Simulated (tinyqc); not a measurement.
# Changing the grain-boundary energy gamma_b

Model: capillary instabilities by surface diffusion: grooving and agglomeration of films, edge retraction, wire break-up and smoothing of roughness. Computed by tinyqc, a small Python program. Command: `OMP_NUM_THREADS=1 python tinyqc.py 3027863 3027864 out.jsonl dewet sweep`. One thread of a shared host (Intel(R) Xeon(R) Processor @ 2.30GHz), about 0.01 s of CPU time with the checks.

Isotropic surface energy; shapes change by surface diffusion alone.

Inputs (values chosen for the exercise, of the order of those of a cobalt film):

| quantity | value | unit |
|---|---|---|
| surface energy gamma_s | 2.31 | J/m^2 |
| atomic volume Omega | 11.1 | angstrom^3 |
| surface sites nu | 14 | 1/nm^2 |
| prefactor D0 | 2.2e-05 | m^2/s |
| activation energy Q | 1.68 | eV |
| temperature T | 720 | K |
| time t | 230 | s |
| film thickness h | 4.7 | nm |
| grain radius R | 19 | nm |

Grooves: at the surface only.

Constants: k_B = 8.617333262e-05 eV/K; k_B = 1.380649e-23 J/K.

Method:
- B = D_s nu gamma_s Omega^2/(k_B T), D_s = D0 exp(-Q/(k_B T)).
- Groove angle beta: sin(beta) = gamma_b/(2 gamma). For circular grains of radius R with spherical caps the groove ends (measured from the mean surface) at the depth R g(beta), g = (2 - 3 cos beta + cos^3 beta)/(3 sin^3 beta). The film parts if R g(beta_s) > h.
- Mullins' isolated groove: depth below the flat surface d = 0.780 m (B t)^(1/4), m = tan(beta_s), width between the ridges 4.6 (B t)^(1/4); time to reach h: (h/(0.780 m))^4/B.

One run for each value:

| grain-boundary energy gamma_b (J/m^2) | critical R/h | beta_s (degrees) | time to reach the substrate (s) |
|---|---|---|---|
| 0.231 | 79.93 | 2.87 | 1.368e+07 |
| 0.429 | 42.95 | 5.33 | 1.136e+06 |
| 0.627 | 29.29 | 7.80 | 2.440e+05 |
| 1.020 | 17.82 | 12.75 | 3.272e+04 |
| 1.220 | 14.79 | 15.31 | 1.529e+04 |
| 1.420 | 12.59 | 17.90 | 7.894e+03 |
| 1.620 | 10.93 | 20.53 | 4.372e+03 |

Give the missing row, grain-boundary energy gamma_b (J/m^2) = 0.825.

Computed row:
```
grain-boundary energy gamma_b (J/m^2)  critical R/h  beta_s (degrees)  time to reach the substrate (s)
0.825                                         22.16             10.29                        7.920e+04
```

Interpolating between the two neighbouring rows (the first column on a logarithmic scale, the others too where they are positive) misses most in time to reach the substrate (s), by 0.77 %. Over the rows, critical R/h falls from 79.9 to 10.9 (exponent d ln y / d ln x -1.0 between the first rows and -1.1 between the last); beta_s (degrees) rises from 2.87 to 20.5 (exponent d ln y / d ln x about 1.0 throughout); time to reach the substrate (s) falls from 1.37e7 to 4370 (exponent d ln y / d ln x -4.0 between the first rows and -4.5 between the last). At the low end the exponent of critical R/h is -1.00, close to -1: g is about beta/4 for small angles.

Caution (all rows): the grains are too small for the surface groove ever to reach the depth h.
